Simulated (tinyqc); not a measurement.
Bond unit of a tetrahedral oxide and its oxygen vacancy in tight binding, step by step. Values are carried at full precision from step to step, so a last printed digit may differ when a step is redone from the rounded ones.

Two sp3 hybrids h1, h2 at eh = (es + 3 ep)/4 point at one oxygen with orbitals s, px, py, pz; x joins the two cations, z bisects the angle phi, and th = (180 - phi)/2. With u = hbar^2/(m d^2) = 2c/d^2, c = hbar^2/2m0: Vhs = -(1.32 + sqrt3 x 1.42) u/2 and Vhp = (1.42 + sqrt3 x 2.22) u/2. <h|s> = Vhs for both; <h1|px> = Vhp cos(th), <h2|px> = -Vhp cos(th); <h|pz> = Vhp sin(th) for both; py is a lone pair. The unit holds 8 electrons. Coupling between units, which widens the levels into bands, is left out.

Constants: hbar^2/2m0 = 3.80998211 eV angstrom^2.

Inputs chosen for the exercise (near tabulated values for SiO2; the results hold for these values, not for the real material): es = -14.81 eV (s level of the cation); ep = -7.6 eV (p level of the cation); eos = -33.99 eV (s level of oxygen); eop = -16.49 eV (p level of oxygen); d = 1.61 angstrom (cation-oxygen distance); phi = 148 degrees (bond angle at oxygen); R = 2.63 angstrom (cation-cation distance across the vacancy).

## Level and couplings

Form eh, u, Vhs, Vhp and th.

eh (hybrid level) = -9.4025 eV
u = 2.9397 eV

Vhs, Vhp (eV): -5.5553  7.7390

th = 16.0 degrees

## The matrix

Fill it in.

H (eV), lower triangle:
```
         h1       h2         s        px        py        pz
h1  -9.4025
h2        0  -9.4025
s   -5.5553  -5.5553  -33.9900
px   7.4392  -7.4392         0  -16.4900
py        0        0         0         0  -16.4900
pz   2.1331   2.1331         0         0         0  -16.4900
```

## Levels, weights and charge

Diagonalise; the four lowest levels are filled. The excess of electrons on oxygen is twice the oxygen weight of the filled levels less 6.

levels (eV): -36.3226  -24.0476  -17.2768  -16.4900  -6.2832  -1.8449

weights:
```
    level 1  level 2  level 3  level 4  level 5  level 6
h1    0.040    0.170    0.031    0.000    0.428    0.330
h2    0.040    0.170    0.031    0.000    0.428    0.330
s     0.917    0.000    0.014    0.000    0.069    0.000
px    0.000    0.660    0.000    0.000    0.000    0.340
py    0.000    0.000    0.000    1.000    0.000    0.000
pz    0.002    0.000    0.923    0.000    0.075    0.000
```

highest filled to lowest empty = 10.2068 eV
excess electrons on oxygen = 1.032

The highest filled level is the py orbital of oxygen (100 %) and the lowest empty one is 86 % cation hybrid, even under exchange of the two cations. The spacing is that of an isolated unit and exceeds the gap of the solid.

## The odd block in closed form

The combination (h1 - h2)/sqrt2 couples to px alone, with W2 = sqrt2 Vhp cos(th); W3 = (eh - eop)/2; levels (eh + eop)/2 -/+ sqrt(W2^2 + W3^2); polarity W3/sqrt(W2^2 + W3^2).

W2, W3 (eV): 10.5206  3.5438

levels of the odd block (eV): -24.0476  -1.8449

polarity = 0.3192

## The neutral oxygen vacancy

Without the oxygen the two hybrids face each other at distance R and couple by -V2, V2 = 3.22 x 2c/R^2, c = hbar^2/2m0: a bond at eh - V2 with two electrons and an antibond at eh + V2. Levels are measured from eop, the lone-pair level that stands for the top of the valence band.

Form V2 and the two levels above eop. R is a chosen distance; in real silica the neutral vacancy relaxes to about 2.5 angstrom.

V2 = 3.5473 eV

levels above eop (eV): bond 3.5402, lone hybrid 7.0875, antibond 10.6348

bond-antibond splitting = 7.0946 eV

The filled bond lies 3.54 eV above the lone pairs, so it can trap a hole; the antibond lies above the lowest empty level of the intact unit (10.21 eV). A lone hybrid, as in a dangling bond, sits at 7.09 eV.

## Checks

- Levels of the odd block against the full matrix: they agree to 1e-10 or better.

tinyqc: `OMP_NUM_THREADS=1 python tinyqc.py 1482132 1482133 out.jsonl`; about 0.01 s, one thread, shared Intel(R) Xeon(R) Processor @ 2.30GHz.
